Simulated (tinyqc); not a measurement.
From results to parameters: Luttinger model of the valence bands. Computed by the program tinyqc.

Problem. In the four-band Luttinger model 1/m = g1 -/+ 2 g2 along [100] and g1 -/+ 2 g3 along [111]. Find g1, g2, g3 and the light hole mass along [111].

heavy and light hole masses along [100] (electron masses): 0.171821  0.046083
heavy hole mass along [111] = 0.185874 electron masses

Solution. The mean of the two inverse masses along [100] is g1 and a quarter of their difference is g2; g3 = (g1 - 1/m_hh[111])/2.

g1, g2, g3: 13.760  3.970  4.190
light hole mass along [111] = 0.0452 electron masses
